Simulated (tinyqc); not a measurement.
Ion-assisted plasma etching: sheath, surface coverage, synergy and aspect-ratio dependence: one step, computed by the program tinyqc. Command: `OMP_NUM_THREADS=1 python tinyqc.py 3024620 3024621 out.jsonl etch walk`. One thread of a shared host (Intel(R) Xeon(R) Processor @ 2.30GHz), about 0.04 s of CPU time with the checks.

Radicals adsorb on bare sites; ions remove covered sites with a high yield and bare sites by sputtering; a slow spontaneous reaction acts everywhere, walls included.

Task: Sheath and ion angles. Debye length lambda_D = sqrt(eps_0 T_e/(e n_s)) with n_s = 0.61 n_e, T_e in volts; Child-law sheath d = (sqrt2/3) lambda_D (2 V/T_e)^(3/4); ion energy E = V + T_e/2; angular spread = arctan(sqrt(T_i/E)).

Inputs (values chosen for the exercise, close to those used for silicon dioxide in a fluorocarbon plasma):
```
quantity                    value    unit
plasma density n_e        3.6e+11  1/cm^3
electron temperature T_e      2.6      eV
sheath voltage V              350       V
ion temperature T_i          0.52      eV
```

Feature: long trench.

Constants: eps_0 = 8.8541878128e-12 F/m; e = 1.602176634e-19 C.

Give: Debye length; sheath thickness; ion energy E; angular spread.

Result:

Debye length = 25.58 um

sheath thickness = 801.5 um

ion energy E = 351.3 eV

angular spread = 2.203 degrees
